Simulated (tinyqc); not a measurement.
Stress in a transistor channel from embedded alloy regions, liners and fins, by half-space elasticity. Changing the channel length L. Computed by tinyqc, a small Python program. Command: `OMP_NUM_THREADS=1 python tinyqc.py 3025428 3025429 out.jsonl stressor sweep`. One thread of a shared host (Intel(R) Xeon(R) Processor @ 2.30GHz), about 0.06 s of CPU time with the checks.

Plane strain in an isotropic half-space, the same constants everywhere; x along the channel from its centre, y downwards from the free surface; stress is positive in tension.

Inputs (values chosen for the exercise, modelled on silicon):
```
quantity                                   value      unit
alloy fraction x                            0.27         -
lattice change per unit x, beta           0.0418         -
Young's modulus E                            162       GPa
Poisson ratio nu                            0.25         -
length of each stressor S                    145        nm
recess depth d                                60        nm
depth of the field point y                   3.5        nm
liner stress                                -2.8       GPa
liner thickness t                             55        nm
longitudinal piezoresistance coefficient    70.5  1e-11/Pa
vertical piezoresistance coefficient       -0.94  1e-11/Pa
```

Stressor: Si(1-x)Ge(x) source and drain.

Method:
- Misfit e = beta x. A fully constrained inclusion holds the stress -p with p = E e/(1 - 2 nu); a blanket film would hold -E e/(1 - nu) in the plane.
- A line element dA of misfit at (a, c) in the half-space gives, with C = E e/(2 pi (1 - nu)), X = x - a, r1^2 = X^2 + (y - c)^2, r2^2 = X^2 + Y^2, Y = y + c: s_xx = -C dA {[X^2 - (y - c)^2]/r1^4 + 3 [X^2 - Y^2]/r2^4 + 4 y Y (Y^2 - 3 X^2)/r2^6}, s_yy = C dA {[X^2 - (y - c)^2]/r1^4 - [X^2 - Y^2]/r2^4 + 4 y Y (Y^2 - 3 X^2)/r2^6}. These are integrated over two rectangles, L/2 < |a| < L/2 + S, 0 < c < d (closed form in a, 200 Gauss-Legendre points in c).
- The liner over source and drain ends at the gate, x = -/+ L/2, and pulls there with the force per width F = (liner stress) t along the surface. A tangential line force gives s_xx = (2 F/pi) X^3/(X^2 + y^2)^2 at the distance X; two of them add at the centre, X = L/2. For L > 3.5 y the concentrated force is an upper bound.
- d mu/mu = -(pi_L s_xx + pi_z s_yy) for the embedded regions alone; the stress across the width is left out.

One run for each value:
```
channel length L (nm)  s_xx (MPa)  s_xx from the liner (MPa)  mobility change (%)
12                        -1924.0                     -18192               135.78
21                        -2267.3                     -15126               159.88
36                        -2340.8                     -10114               165.03
63                        -2090.8                      -6074               147.40
110                       -1560.6                      -3536               110.02
190                        -955.8                      -2058                67.38
330                        -482.1                      -1187                33.99
580                        -206.6                       -676                14.57
1000                        -82.6                       -392                 5.82
```

Describe and explain the trends.

Over the rows, s_xx (MPa) goes from -1920 through a minimum among these rows, -2340 at 36.0, to -82.6; s_xx from the liner (MPa) rises from -18200 to -392 (exponent d ln y / d ln x -0.33 between the first rows and -1.00 between the last); mobility change (%) goes from 136 through a maximum among these rows, 165 at 36.0, to 5.82. At the high end the exponent of s_xx from the liner is -1.00, close to -1: the field of a line force.

Caution (rows 12.0, 21.0, 36.0, 63.0, 110, 190): the real force is spread over several liner thicknesses, so for a channel this short the concentrated force clearly overstates the stress. Caution (rows 12.0, 21.0, 36.0, 63.0, 110, 190): beyond a few hundred MPa bulk piezoresistance coefficients no longer describe an inversion layer well.

Extremes, crossings and ranges named in words are read from the listed rows.
